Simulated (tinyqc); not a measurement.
Read current of a NAND string, cells in series solved by shooting: one step of the calculation.

Cells in series, numbered from 0 at the source line (0 V) to the bit line, each followed by a gap resistance Rg. A cell with gate Vg, threshold VT, source Vs and drain Vd passes I = 2 nf K Vt^2 [F(Vs) - F(Vd)]/(1 + th max(Vg - VT, 0)), F(V) = ln^2(1 + exp((Vg - VT - nf V)/(2 nf Vt))). The selected cell has Vg = Vr, the others Vg = Vp.

Task. Node voltages for a trial current. For a trial current I start at 0 V and, cell by cell (the selected one is cell 3), solve for the drain: sqrt(F(Vd)) = sqrt(F(Vs) - I/k), k = 2 nf K Vt^2/(1 + th max(Vg - VT, 0)), Vd = [Vg - VT - 2 nf Vt ln(exp(sqrt F) - 1)]/nf, then add I Rg.

Values chosen for this exercise; values of the order met in vertical NAND strings:
- T = 358 K (temperature)
- K = 4.4 uA/V^2 (gain factor of a cell)
- nf = 1.5 (slope factor)
- th = 0.09 1/V (mobility reduction factor)
- Rg = 2.1 kohm (resistance of the gap between cells)
- Vbl = 0.3 V (bit-line voltage)
- Vp = 5.6 V (pass voltage)
- Vr = 3.42 V (read voltage on the selected word line)

Constants: q = 1.602176634e-19 C, kB = 1.380649e-23 J/K, Vt = kB T/q. Results are converted to the units shown.

second trial current = 0.27 uA
thresholds from the source end, cell 0 to 4 (V): [4.6, 4.6, -1.2, 2.4, -1.2]

Find: node voltage after each cell and gap, trial 2.

Result.

node voltage after each cell and gap, trial 2, cell 0 to 4 (V): [0.071197, 0.15207, 0.16772, 0.26456, 0.28060]

tinyqc, about 0.3 s, one thread, Intel Xeon 2.30GHz (shared host): `OMP_NUM_THREADS=1 python tinyqc.py 2142242 2142243 out.jsonl`
